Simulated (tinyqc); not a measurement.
Gaussian against the exact two-step profile: two-step dopant diffusion (predeposition and drive-in) with a constant diffusivity. Computed by tinyqc, a small Python program. Command: `OMP_NUM_THREADS=1 python tinyqc.py 3016410 3016411 out.jsonl dopdiff walk`. One thread of a shared host (Intel(R) Xeon(R) Processor @ 2.30GHz), about 0.08 s of CPU time with the checks.

Fick diffusion into a half space x > 0 whose background doping C_B is of the opposite type, so that a junction lies where C = C_B.

Inputs (values chosen for the exercise, modelled on antimony in silicon): prefactor D0 = 3.89 cm^2/s; activation energy E = 3.85 eV; surface concentration C_s = 2.6e+19 1/cm^3; background doping C_B = 1.3e+17 1/cm^3; predeposition temperature T1 = 950 C; predeposition time t1 = 20 min; drive-in temperature T2 = 1150 C; drive-in time t2 = 120 min; ramp rate = 5 C/min; stand-by temperature = 800 C.

Furnace ramps of the drive-in: linear ramps.

Constants: k_B = 8.617333262e-05 eV/K.

Method:
- D = D0 exp(-E/(k_B T)).
- Temperatures in kelvin are T(C) + 273.15.
- Times in seconds are 60 times the minutes.
- One ramp between the stand-by temperature and T2 adds int D dT / rate (40-point Gauss-Legendre); the usual estimate counts it as an extra time k_B T2^2/(E rate) at T2. (Dt)2 = D2 t2 + two ramps, times in seconds.
- C = C_s erfc(x/(2 sqrt(D1 t1))); dose Q = 2 C_s sqrt(D1 t1/pi); the junction solves erfc(z) = C_B/C_s with x_j = 2 z sqrt(D1 t1).
- With a sealed surface and a thin source, C = Q/sqrt(pi (Dt)2) exp(-x^2/(4 (Dt)2)); x_j = 2 sqrt((Dt)2 ln(C(0)/C_B)); gradient at the junction |dC/dx| = C_B x_j/(2 (Dt)2).
- Exact two-step profile: C = (2 C_s/pi) int_0^alpha exp(-beta (1 + u^2))/(1 + u^2) du with alpha = sqrt(D1 t1/(Dt)2), beta = x^2/(4 (D1 t1 + (Dt)2)).
- The integral takes 48 Gauss-Legendre points; solve C(x) = C_B.
- Gaussian: C = Q/sqrt(pi (Dt)2) exp(-x^2/(4 (Dt)2)).
- Depths are fractions of the Gaussian x_j.

surface concentration C(0) (Gaussian) = 4.85545e+17 1/cm^3

junction depth x_j = 0.625898 um

drive-in budget (Dt)2 = 7.43222e-10 cm^2

product D1 t1 = 6.39545e-13 cm^2

exact junction depth = 0.626010 um

Profiles:
```
x/x_j   x (um)  Gaussian (1/cm^3)  exact (1/cm^3)   ratio
0.0    0.00000         4.8555e+17      4.8541e+17  1.0003
0.2    0.12518         4.6062e+17      4.6050e+17  1.0003
0.4    0.25036         3.9325e+17      3.9318e+17  1.0002
0.6    0.37554         3.0214e+17      3.0213e+17  1.0000
0.8    0.50072         2.0891e+17      2.0895e+17  0.9998
1.0    0.62590         1.3000e+17      1.3006e+17  0.9995
1.2    0.75108         7.2801e+16      7.2859e+16  0.9992
```

What follows from these numbers?

With D1 t1/(Dt)2 = 8.6e-4, the Gaussian is 0.029 % high at the surface and 0.047 % low at its own junction; the exact junction lies at 0.6260 um, 0.018 % deeper. The dose is the same, but the real source already has a width, which is negligible here. Caution: C_s exceeds the intrinsic carrier density of silicon at the predeposition temperature (2e18 to 1e19 per cm^3), where real diffusivities rise with concentration and profiles turn box-like.
